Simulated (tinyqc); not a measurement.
Two-mode optical phonons of a ternary alloy from two coupled oscillators: one step, computed by the program tinyqc.

An alloy A(x)B(1-x)C has an A-C and a B-C bond oscillator. Each TO frequency moves linearly from the impurity mode (dilute end) to the TO of the pure crystal; each strength is proportional to the number of bonds.

Task: LO modes, coupled by the field. eps(omega) = eps_inf + W_1/(omega_1^2 - omega^2) + W_2/(omega_2^2 - omega^2) = 0 is the eigenproblem of the matrix [[omega_1^2 + W_1/eps_inf, sqrt(W_1 W_2)/eps_inf], [sqrt(W_1 W_2)/eps_inf, omega_2^2 + W_2/eps_inf]] for omega_LO^2. Uncoupled values keep the diagonal alone. eps_s = eps_inf + W_1/omega_1^2 + W_2/omega_2^2.

omega_1 (A-C, TO) = 511.42 1/cm

omega_2 (B-C, TO) = 325.09 1/cm

eps_inf = 11.1524

W_1 = 740498.0 1/cm^2

W_2 = 54286.39 1/cm^2

Give: matrix; lower LO mode; upper LO mode; uncoupled values; eps_s.

Result:

matrix (1/cm^2):
```
           1          2
1  3.279e+05  1.798e+04
2  1.798e+04  1.106e+05
```

lower LO mode = 330.3 1/cm

upper LO mode = 574.0 1/cm

uncoupled values (1/cm): 332.5  572.7

eps_s = 14.50

The field pushes the upper mode up by 1.29 and the lower one down by 2.23 per cm; the lower LO stays between the two TO modes.
